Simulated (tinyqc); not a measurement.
Three structures under pressure: Born-Mayer model of an ionic crystal AB. Computed by tinyqc, a small Python program. Command: `OMP_NUM_THREADS=1 python tinyqc.py 3020341 3020342 out.jsonl bornmayer walk`. One thread of a shared host (Intel(R) Xeon(R) Processor @ 2.30GHz), about 0.01 s of CPU time with the checks.

Energies are per ion pair and r is the nearest distance of unlike ions.

Inputs (values chosen for the exercise, for a model salt): ionic charge z = 1; unlike repulsion lambda = 536 eV; range rho = 0.289 angstrom.

Structure: zinc blende. Short range: nearest neighbours only.

Constants: e^2/(4 pi eps_0) = 14.39964548 eV angstrom; 1 eV/angstrom^3 = 160.2176634 GPa.

Method:
- Madelung constant M, unlike neighbours z1, like neighbours z2 at f r, volume per pair: rock salt 1.747565, 6, 12, sqrt2, 2 r^3; caesium chloride 1.762675, 8, 6, 2/sqrt3, 8 r^3/(3 sqrt3); zinc blende 1.638055, 4, 12, sqrt(8/3), 16 r^3/(3 sqrt3).
- U(r) = -M z^2 e^2/(4 pi eps_0 r) + z1 lambda exp(-r/rho).
- With the volume written as c r^3, under pressure take the root at the minimum of the enthalpy and solve U'(r) + 3 c r^2 P = 0; H = U + P V; B = (U'' - 2 U'/r)/(9 c r).

Enthalpy (eV per pair):
```
P (GPa),rock salt,caesium chloride,zinc blende
0,-9.8521,-9.5419,-9.7354
2,-9.5831,-9.3026,-9.3943
5,-9.1957,-8.9562,-8.9098
10,-8.5841,-8.4061,-8.1561
20,-7.4536,-7.3817,-6.7875
40,-5.4335,-5.5345,-4.3915
70,-2.7696,-3.0761,-1.2924
100,-0.3827,-0.8577,1.4447
```

volumes at zero pressure (angstrom^3): rock salt 21.942, caesium chloride 19.478, zinc blende 28.007

What does the comparison show, and why?

At zero pressure the order is rock salt < zinc blende < caesium chloride. Between 20 and 40 GPa the lowest enthalpy passes from rock salt to caesium chloride. Pressure favours the denser structure, through P V. The Madelung constants, the number of repulsive contacts and the volumes (21.9, 19.5, 28.0 angstrom^3 at P = 0) all matter. Caution: rigid ions with fixed charges leave out polarisation and covalency, so such models often misplace transition pressures.

Extremes, crossings and ranges named in words are read from the listed rows.
